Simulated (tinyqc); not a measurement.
# Worked calculation: small-signal admittance of a forward-biased p+-n diode

Computed by the program tinyqc: `OMP_NUM_THREADS=1 python tinyqc.py 2890144 2890145 out.jsonl`, one thread of a shared Intel Xeon 2.30GHz, about 0.01 s for the whole run. Printed values are rounded.

Holes injected into a neutral base of width wb with an ohmic contact at its end; low injection, p0 far above the equilibrium density. A small voltage v exp(i w t), w = 2 pi f, modulates the edge density by p0 v/Vt, and the small-signal density obeys Dp d2p/dx2 = (1/tau + i w) p.

Values chosen for this exercise; permittivity close to that of silicon:
- T = 300 K (temperature)
- eps_r = 11.7 (relative permittivity)
- Nd = 6.9e15 cm^-3 (donor density of the base)
- Dp = 5 cm^2/s (hole diffusion coefficient)
- tau = 4e-8 s (hole lifetime)
- wb = 8 um (width of the neutral base)
- p0 = 2.6e14 cm^-3 (excess hole density at the junction edge)
- Na = 9e19 cm^-3 (acceptor density of the p+ side)
- f = 1.8e6 Hz (signal frequency)

Constants: q = 1.602176634e-19 C, kB = 1.380649e-23 J/K, Vt = kB T/q, eps0 = 8.8541878128e-14 F/cm where lengths are in cm. Results are converted to the units shown.

## Closed-form admittance

L = sqrt(Dp tau); direct current J = (q Dp p0/L) coth(wb/L); k = sqrt(1 + i w tau)/L; diffusion admittance Y = (q Dp p0/Vt) k coth(k wb) = G + i w C_diff; junction capacitance C_j = sqrt(q eps0 eps_r Nd/(2 Vr)) in the depletion approximation, with the remaining barrier Vr = Vt ln(Na/p0), a rough value under forward bias; base-width modulation is left out.

L = 4.47214 um
J = 0.492508 A/cm^2
k wb = 1.83197+0.39511i
Y = 19.2647+3.4258i S/cm^2
C_diff = 0.302910 uF/cm^2
C_j = 0.0416726 uF/cm^2

G is 1.01 times its low-frequency value J/Vt, and C_diff is 7.27 times C_j.

## The same by finite differences

8 equal intervals, h = wb/8; u = small-signal density over its edge value, u_0 = 1, u_8 = 0; u_(i-1) + b u_i + u_(i+1) = 0 with b = -2 - h^2 (1/tau + i w)/Dp; Y = (q Dp p0/(Vt h)) (-b/2 - u_1), which includes the half box at the edge.

b = -2.05000-0.02262i
u, node 1 to 7: [0.784409-0.032151i, 0.608765-0.048167i, 0.464649-0.052821i, 0.344960-0.049607i, 0.243642-0.041069i, 0.155434-0.029074i, 0.075656-0.015017i]
Y on the mesh = 19.3838+3.5015i S/cm^2

Against the closed form the real part is 0.62 % above it and the imaginary part 2.2 % above it; |k h| = 0.23.
